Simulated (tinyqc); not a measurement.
Polar nitride quantum well with polarisation fields: sweeps and comparisons. A value that a table varies takes the place of the one given here.

Growth along [0001]. e_par = (a_sub - a)/a, Ppz = 2 e_par (e31 - e33 C13/C33), P = Psp + Ppz in each layer; strain relaxation and the strain shift of the gaps are left out, although thick layers with more than about 1 % mismatch would relax.

In a periodic stack without free charge the potential drop over a period vanishes: F_w = (P_b - P_w) Lb/(eps0 (eps_w Lb + eps_b Lw)), F_b = -F_w Lw/Lb, eps0 = 8.8541878e-12 F/m; 1 MV/cm = 1e8 V/m = 0.01 V/angstrom.

Envelope functions on cells of 0.25 angstrom over barrier, well, barrier (widths Lb, Lw, Lb), psi = 0 beyond, psi'/m continuous (mean mass between points), c = hbar^2/2m0. With u(z) the integral of e F (F_w in the well, F_b = -F_w Lw/Lb in the barriers, 1 MV/cm = 0.01 V/angstrom), zero at the centre of the well, the electron sees u plus Vc in the barriers and the hole -u plus Vv. The transition is Eg + E_e + E_h; excitons are left out.

Constants: hbar^2/2m0 = 3.80998211 eV angstrom^2; hc = 1239.841984 eV nm.

Parameters, chosen for this exercise (near those of a GaN well in AlN; shifted at random, so the results belong to these values and not to a real crystal): a_w = 3.189 angstrom (lattice constant a, well); a_b = 3.112 angstrom (lattice constant a, barrier); a_sub = 3.112 angstrom (in-plane lattice constant of the stack); Psp_w = -0.0331 C/m^2 (spontaneous polarisation); Psp_b = -0.0893 C/m^2 (spontaneous polarisation); e31_w = -0.338 C/m^2; e31_b = -0.532 C/m^2; e33_w = 0.678 C/m^2; e33_b = 1.489 C/m^2; C_w = 0.26 (C13/C33); C_b = 0.287 (C13/C33); eps_w = 10.1 (dielectric constant); eps_b = 10 (dielectric constant); Lb = 125 angstrom (barrier width); Eg = 3.44 eV (gap of the well); Vc = 1.85 eV (conduction offset); Vv = 0.87 eV (valence offset); me = 0.2 m0 (electron, well); meb = 0.32 m0 (electron, barrier); mh = 1.79 m0 (hole, everywhere); Ls = (10, 14, 20, 28, 38, 50) angstrom (well widths); Lw = 17 angstrom (well width).

## Width of the well

Field, levels and overlap anew for each width.

Results:

| Lw (angstrom) | F_w (MV/cm) | E (eV) | E without field (eV) | overlap^2 | ln overlap^2 |
|---|---|---|---|---|---|
| 10 | -8.396 | 3.9878 | 4.1334 | 0.639 | -0.45 |
| 14 | -8.157 | 3.5976 | 3.8961 | 0.344 | -1.07 |
| 20 | -7.822 | 3.1263 | 3.7172 | 0.0780 | -2.55 |
| 28 | -7.417 | 2.5772 | 3.6058 | 0.00453 | -5.40 |
| 38 | -6.965 | 1.9668 | 3.5408 | 4.71e-05 | -9.96 |
| 50 | -6.491 | 1.3239 | 3.5031 | 7.09e-08 | -16.46 |

What can be read from the table?

The red shift grows from 146 to 2179 meV. The line drops below Eg between 14 and 20 angstrom, which a square well can never do. Over the last two rows dE/dLw = -53.6 meV per angstrom, against -|e F_w| = -64.9 in the last row; the field itself weakens by 23 % over the table, since a wider well shares the drop with the barrier. The overlap falls by a factor 9.02e+06.

## Screening the field

F_w = -7.9862 MV/cm

Carriers or a semipolar orientation reduce the field; here it is simply scaled in well and barrier.

Results:

| share of the field | F_w (MV/cm) | E (eV) | nm | overlap^2 | separation (angstrom) |
|---|---|---|---|---|---|
| 1.0 | -7.986 | 3.3520 | 369.9 | 0.18 | 8.9 |
| 0.8 | -6.389 | 3.4835 | 355.9 | 0.26 | 8.0 |
| 0.6 | -4.792 | 3.5993 | 344.5 | 0.39 | 6.8 |
| 0.4 | -3.194 | 3.6953 | 335.5 | 0.58 | 5.3 |
| 0.2 | -1.597 | 3.7636 | 329.4 | 0.82 | 3.2 |
| 0.0 | 0.000 | 3.7900 | 327.1 | 0.97 | 0.0 |

What can be read from the table?

Full screening shifts the line by -42.7 nm (+438 meV). The first fifth of the screening gives 131 meV and the last fifth 26 meV; a purely quadratic shift would give a ratio of 9, a linear one 1, and here it is 5.0.

## What each parameter does

Polarisation, field, levels and overlap anew. Each row changes one parameter from the base and keeps the others.

Results:

| case | F_w (MV/cm) | E (eV) | overlap^2 | red shift (meV) |
|---|---|---|---|---|
| base | -7.986 | 3.3520 | 0.18 | 438 |
| Lw = 22 angstrom | -7.717 | 2.9829 | 0.042 | 698 |
| Lb = 110 angstrom | -7.859 | 3.3633 | 0.18 | 427 |
| a_sub = 3.102 angstrom | -7.696 | 3.3769 | 0.19 | 413 |
| Psp_b = -0.0982 C/m^2 | -8.863 | 3.2743 | 0.14 | 516 |
| e33_w = 0.746 C/m^2 | -8.070 | 3.3447 | 0.17 | 445 |
| eps_w = 11.1 | -7.345 | 3.4065 | 0.21 | 384 |
| mh = 1.25 m0 | -7.986 | 3.3951 | 0.22 | 413 |
| Vc = 1.573 eV | -7.986 | 3.3241 | 0.16 | 450 |

What can be read from the table?

The largest shifts from the base row, up to three for each result and ties (the steps differ in size, so this ranks the rows, not the parameters). F_w (MV/cm): Psp_b -0.877, eps_w +0.641, a_sub +0.290; unchanged at the printed digits by mh and Vc. E (eV): Lw -0.3691, Psp_b -0.0778, eps_w +0.0544. overlap^2: Lw -0.135, mh +0.0400, Psp_b -0.0347; unchanged at the printed digits by Lb. red shift (meV): Lw +260, Psp_b +78, eps_w -54.

Run: tinyqc, `OMP_NUM_THREADS=1 python tinyqc.py 1250073 1250074 out.jsonl`; Intel(R) Xeon(R) Processor @ 2.30GHz, one thread, shared host; about 0.1 s of CPU time with all checks.
